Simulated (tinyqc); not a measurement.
## ESD clamp with bipolar snapback, compact model and design window: effect of the current gain of the parasitic npn

The drain junction multiplies the current that enters it: Igen = (M - 1)(Ic + I0), M = 1/(1 - (Vj/BV)^n). The generated holes leave through the substrate resistance and the base of the parasitic npn: Igen = Vb/Rb + Ic/be, Ic = Is exp(Vb/Vt). Terminal current I = Ic + I0 + Igen and voltage V = Vj + I Ro, per width. Isothermal, constant gain.

For given Vb: Ic, Igen, M = 1 + Igen/(Ic + I0), Vj = BV (1 - 1/M)^(1/n), I and V. Vt1 is the maximum of V along the curve, Vh the following minimum, Vt2 the voltage at I = It2. It1 and Ih are the currents at Vt1 and Vh.

Values chosen for this exercise; values close to those of grounded-gate n-channel clamps: temperature T = 300 K; junction breakdown voltage BV = 10.1 V; exponent of the multiplication n = 3; saturation current Is = 4.2e-18 A/um; junction leakage I0 = 1.5e-12 A/um; substrate resistance Rb = 18000 ohm um; drain ballast and contact resistance Ro = 410 ohm um; failure current for 100 ns It2 = 6.1 mA/um.

Constants: q = 1.602176634e-19 C, kB = 1.380649e-23 J/K, Vt = kB T/q. Results are converted to the units shown.

The same in every row: Vt1 (V) = 10.11.

Result of one run:

| be | It1 (uA/um) | Vh (V) | Ih (uA/um) | Vt2 (V) | Vt2 - Vt1 (V) |
|---|---|---|---|---|---|
| 4.9 | 30.17 | 6.399 | 936.3 | 8.164 | -1.948 |

What becomes of these results when the current gain of the parasitic npn be is changed from 4.9 to 40, all else the same?

Result of the changed run:

| be | It1 (uA/um) | Vh (V) | Ih (uA/um) | Vt2 (V) | Vt2 - Vt1 (V) |
|---|---|---|---|---|---|
| 40 | 30.17 | 4.467 | 1625 | 5.721 | -4.391 |

The whole series:

| be | It1 (uA/um) | Vh (V) | Ih (uA/um) | Vt2 (V) | Vt2 - Vt1 (V) |
|---|---|---|---|---|---|
| 1 | 30.18 | 8.457 | 520.2 | 10.54 | 0.4271 |
| 1.7 | 30.18 | 7.801 | 643.5 | 9.787 | -0.3243 |
| 2.9 | 30.18 | 7.088 | 783.8 | 8.968 | -1.144 |
| 4.9 | 30.17 | 6.399 | 936.3 | 8.164 | -1.948 |
| 8.2 | 30.17 | 5.783 | 1098 | 7.427 | -2.685 |
| 14 | 30.17 | 5.236 | 1276 | 6.747 | -3.364 |
| 24 | 30.17 | 4.792 | 1458 | 6.169 | -3.943 |
| 40 | 30.17 | 4.467 | 1625 | 5.721 | -4.391 |

As be goes from 1 to 40, Vt1 stays near 10.1 V, It1 stays near 30.2 uA/um, Vh falls from 8.46 to 4.47 V and Vt2 falls from 10.5 to 5.72 V. Vt2 exceeds Vt1, the condition for all fingers to turn on, in 1 of the 8 rows. A higher gain needs less multiplication to hold, so Vh falls.

Program tinyqc, `OMP_NUM_THREADS=1 python tinyqc.py 2670067 2670068 out.jsonl`; Intel Xeon 2.30GHz, shared host, one thread, about 0.01 s.
